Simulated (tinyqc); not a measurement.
# MOS capacitor on a p-type substrate, surface potential from the exact charge relation: several studies

Uniform p-type substrate, Boltzmann statistics, full ionisation, classical densities. psi is the surface potential against the body (positive when the bands bend down) and u = psi/Vt. Traps are spread evenly over the gap and neutral at flat band, so their charge is -q Dit psi; the minority quasi-Fermi level is shifted by Vb.

Inputs (values chosen for the exercise); band and dielectric values close to those of 4H silicon carbide: temperature T = 273 K; band gap Eg = 3.25 eV; relative permittivity eps_r = 9.83; conduction-band density of states at T Nc = 1.49e19 cm^-3; valence-band density of states at T Nv = 2.18e19 cm^-3; electron affinity chi = 3.62 eV; acceptor density of the substrate N = 1.8e17 cm^-3; relative permittivity of the gate insulator (close to silicon dioxide) eox = 3.9; insulator thickness tox = 1.5 nm; gate work function phiM = 3.9 eV; fixed charge at the interface, in units of q Nf = 0 cm^-2; density of interface traps Dit = 0 cm^-2 eV^-1; reverse bias of the inversion layer against the body Vb = 0 V.

Constants: q = 1.602176634e-19 C, kB = 1.380649e-23 J/K, Vt = kB T/q, eps0 = 8.8541878128e-14 F/cm where lengths are in cm. Results are converted to the units shown.

Each table varies one quantity; the others keep the values above.

## Capacitance-voltage curves

ni = sqrt(Nc Nv) exp(-Eg/(2 Vt)), Eg in volts; phiF = Vt ln(N/ni); Cox = eps0 eox/tox; Vfb = phiM - chi - (Eg - Vt ln(Nv/N)) - q Nf/Cox; Q0 = sqrt(2 eps0 eps_r q N Vt); r = (ni/N)^2 exp(-Vb/Vt); VT = Vfb + [(2 phiF + Vb)(1 + q Dit/Cox) + sqrt(2 eps0 eps_r q N (2 phiF + Vb))/Cox]. u = psi/Vt; F^2 = exp(-u) + u - 1 + r (exp(u) - u - 1); Qs = -sign(u) Q0 F; Cs = -dQs/dpsi = (Q0/Vt) |1 - exp(-u) + r (exp(u) - 1)|/(2 F). psi solves Vg = Vfb + psi + (q Dit psi - Qs)/Cox. Low frequency: 1/C_LF = 1/Cox + 1/(Cs + q Dit). High frequency, in the simple estimate in which traps and minority carriers do not follow: 1/C_HF = 1/Cox + 1/Cd, Cd being Cs with r = 0 at the same psi. Deep depletion: r = 0 and Dit = 0 both in the equation for psi and in Cs. Minority sheet density N_inv = (Q0/(2 q)) int_0^u r (exp(t) - 1)/F(t) dt for u > 0. N_inv under 1 cm^-2 is printed as 0. Regimes: accumulation when majority carriers gather, then depletion up to |psi| = phiF + Vb, weak inversion up to 2 phiF + Vb, strong inversion beyond.

Result of one run:
```
Vg (V)  psi (V)  C_LF/Cox  C_HF/Cox  C_deep/Cox  N_inv (cm^-2)          regime
-0.95    1.7782  0.035435  0.035435    0.035435              0  weak inversion
```

What becomes of these results when the gate voltage against the body Vg is changed from -0.95 to 1.74 V, all else the same?

Result of the changed run:
```
Vg (V)  psi (V)  C_LF/Cox  C_HF/Cox  C_deep/Cox  N_inv (cm^-2)            regime
1.74     3.2449   0.96583  0.026398    0.022749      1.6948e13  strong inversion
```

The whole series:
```
Vg (V)    psi (V)  C_LF/Cox  C_HF/Cox  C_deep/Cox  N_inv (cm^-2)            regime
-3.63    -0.17383   0.92748   0.92748     0.92748              0      accumulation
-2.96   -0.058833   0.54639   0.54639     0.54639              0      accumulation
-2.29     0.49998  0.065858  0.065858    0.065858              0         depletion
-1.62      1.1346  0.044131  0.044131    0.044131              0         depletion
-0.95      1.7782  0.035435  0.035435    0.035435              0    weak inversion
-0.28      2.4263  0.030439  0.030439    0.030439              0    weak inversion
0.39       3.0736   0.15162  0.027109    0.027094      5.1923e10  strong inversion
1.07       3.2138   0.93451  0.026523    0.024623      7.7701e12  strong inversion
1.74       3.2449   0.96583  0.026398    0.022749      1.6948e13  strong inversion
```

C_LF/Cox is lowest, 0.0304, at Vg = -0.28 V (weak inversion) among the rows listed and is 0.966 in the last row, where C_HF/Cox is 0.0264 and the deep-depletion value 0.0227. Vfb = -2.86 V, where C_HF/Cox = 0.310 (Cox in series with eps0 eps_r/LD), and VT = 0.346 V. Over the last two rows psi moves by only 0.046 V a volt of gate bias, since the inversion charge screens the body. In strong accumulation and inversion degeneracy and confinement, left out here, lower the capacitance.

## Effect of the fixed charge at the interface on threshold and swing

ni = sqrt(Nc Nv) exp(-Eg/(2 Vt)), Eg in volts; phiF = Vt ln(N/ni); Cox = eps0 eox/tox; Vfb = phiM - chi - (Eg - Vt ln(Nv/N)) - q Nf/Cox; VT = Vfb + [(2 phiF + Vb)(1 + q Dit/Cox) + sqrt(2 eps0 eps_r q N (2 phiF + Vb))/Cox]. gamma = sqrt(2 eps0 eps_r q N)/Cox; Wm = sqrt(2 eps0 eps_r (2 phiF + Vb)/(q N)); m = 1 + (eps0 eps_r/Wm + q Dit)/Cox; swing m Vt ln 10; Cmin/Cox = 1/(1 + Cox Wm/(eps0 eps_r)).

The same in every row: 2 phiF (V) = 3.033; gamma (V^0.5) = 0.09733; Wm (nm) = 135.3; m = 1.028; swing (mV/decade) = 55.68; Cmin/Cox = 0.02718.

Effect of the fixed charge at the interface on threshold and swing:
```
Nf (cm^-2)  Vfb (V)  VT (V)
-4e11        -2.829  0.3735
-2e11        -2.843  0.3595
0            -2.857  0.3456
2e11         -2.871  0.3317
4e11         -2.885  0.3178
6e11         -2.899  0.3039
8e11         -2.913  0.2899
```

As Nf goes from -4e11 to 8e11, VT falls from 0.373 to 0.290 V, the swing stays at 55.7 mV/decade and Cmin/Cox stays at 0.0272. The whole change of VT is that of Vfb: the curve shifts rigidly.

## Effect of the relative permittivity of the gate insulator on threshold and swing

Same model as above.

The same in every row: Vfb (V) = -2.857; 2 phiF (V) = 3.033; Wm (nm) = 135.3.

Effect of the relative permittivity of the gate insulator on threshold and swing:
```
eox  gamma (V^0.5)  VT (V)      m  swing (mV/decade)  Cmin/Cox
3.9        0.09733  0.3456  1.028              55.68   0.02718
5          0.07592  0.3083  1.022              55.35   0.02133
7.5        0.05061  0.2643  1.015              54.96   0.01432
9          0.04218  0.2496  1.012              54.82   0.01196
15         0.02531  0.2202  1.007              54.56  0.007212
22         0.01725  0.2062  1.005              54.44  0.004929
30         0.01265  0.1981  1.004              54.37  0.003619
```

What does the comparison show?

As eox goes from 3.9 to 30, VT falls from 0.346 to 0.198 V, the swing falls from 55.7 to 54.4 mV/decade and Cmin/Cox falls from 0.0272 to 0.00362. Vfb does not move. m - 1 goes as eox^(-1.00), that is as 1/Cox.

Computed by the program tinyqc: `OMP_NUM_THREADS=1 python tinyqc.py 2060106 2060107 out.jsonl`, one thread of a shared Intel Xeon 2.30GHz, about 0.01 s for the whole run.
